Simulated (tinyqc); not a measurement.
# Worked calculation: planar ballistic transistor, top-of-the-barrier model

Numbers from tinyqc (`OMP_NUM_THREADS=1 python tinyqc.py 2400116 2400117 out.jsonl`; about 0.01 s on one thread of a shared Intel Xeon 2.30GHz). Printed values are rounded.

At the top of the source barrier, states moving towards the drain are filled by the source (Fermi level 0) and states moving back by the drain (Fermi level -q Vd); nothing scatters. U is the shift of the band edge there, set by the capacitances CG, CD and CS (the total) and by the charge. Parabolic two-dimensional band; the source is grounded.

Values chosen for this exercise; mass and valleys close to those of a monolayer dichalcogenide: temperature T = 77 K; effective mass m = 0.524 m0; valley degeneracy gv = 2; relative permittivity of the gate insulator eox = 7.5; insulator thickness tox = 3.7 nm; gate control CG/CS aG = 0.84; drain control CD/CS aD = 0.019; band edge at the barrier top above the source Fermi level at zero bias E0 = 0.38 eV; gate voltage Vg = 0.5 V; drain voltage Vd = 0.5 V.

Constants: q = 1.602176634e-19 C, kB = 1.380649e-23 J/K, hbar = 1.054571817e-34 J s, m0 = 9.1093837015e-31 kg, Vt = kB T/q, eps0 = 8.8541878128e-14 F/cm where lengths are in cm. Results are converted to the units shown.

## Density of states, capacitances and charge at zero bias

N0 = gv m kB T/(pi hbar^2), CG = eps0 eox/tox, vT = sqrt(2 kB T/(pi m)), CS = CG/aG, n0 = n at U = 0 and Vd = 0. eta1 = -(E0 + U)/Vt, eta2 = eta1 - Vd/Vt, n = (N0/2)[F_0(eta1) + F_0(eta2)], F_0(x) = ln(1 + exp x). UL = -(aG Vg + aD Vd).

N0 = 2.90484e12 cm^-2
CG = 1.79477 uF/cm^2
CS = 2.13663 uF/cm^2
n0 = 3.90382e-13 cm^-2
UL = -0.4295 eV

## Iteration 1: self-consistent potential at the barrier top

U at the start (U = UL) = -0.4295 eV

eta1 = -(E0 + U)/Vt, eta2 = eta1 - Vd/Vt, n = (N0/2)[F_0(eta1) + F_0(eta2)], F_0(x) = ln(1 + exp x). U(out) = UL + q (n - n0)/CS. Newton step: U(new) = U + (U(out) - U)/(1 + CQ/CS), CQ = (q/Vt) dn/d(eta1) with both F' summed; F_0'(x) = 1/(1 + exp(-x)).

eta1 = 7.46005
eta2 = -67.8940
n = 1.08360e13 cm^-2
U(out) = 0.383047 eV
CQ = 35.0501 uF/cm^2
U after iteration 1 = -0.382814 eV

## Iteration 2: self-consistent potential at the barrier top

As before.

eta1 = 0.424040
eta2 = -74.9300
n = 1.34709e12 cm^-2
U(out) = -0.328487 eV
CQ = 21.1982 uF/cm^2
U after iteration 2 = -0.377839 eV

## Course of the iteration: self-consistent potential at the barrier top

Stop when U changes by less than 1e-9 eV, or after 90 iterations.

Course of the iteration:
```
iteration,U (eV),|change| (eV)
1,-0.382814,0.0467
2,-0.377839,4.97e-3
3,-0.376883,9.56e-4
4,-0.376846,3.73e-5
5,-0.376846,5.59e-8
6,-0.376846,1.25e-13
```

Converged in 6 iterations. At the end the number of correct digits about doubles with each step.

## Current, mean velocity and share of the gate voltage

converged U = -0.376846 eV

N0 = gv m kB T/(pi hbar^2), CG = eps0 eox/tox, vT = sqrt(2 kB T/(pi m)), CS = CG/aG, n0 = n at U = 0 and Vd = 0. eta1 = -(E0 + U)/Vt, eta2 = eta1 - Vd/Vt, n = (N0/2)[F_0(eta1) + F_0(eta2)], F_0(x) = ln(1 + exp x). I = q (N0/2) vT [F_(1/2)(eta1) - F_(1/2)(eta2)] per width, F_(1/2)(x) = (2/sqrt(pi)) int_0^infinity u^(1/2)/(1 + exp(u - x)) du. Mean velocity I/(q n). CQ = (q/Vt) dn/d(eta1); the band edge follows the gate as -dU/dVg = aG/(1 + CQ/CS).

eta1 = -0.475343
n = 7.02183e11 cm^-2
I = 45.4121 uA/um
mean velocity = 4.03655e6 cm/s
CQ = 13.4443 uF/cm^2
-dU/dVg = 0.115190 eV/V

The carriers from the source are near degeneracy (eta1 = -0.475), and the mean velocity is 1.07 times vT = sqrt(2 kB T/(pi m)) = 3.77e6 cm/s.
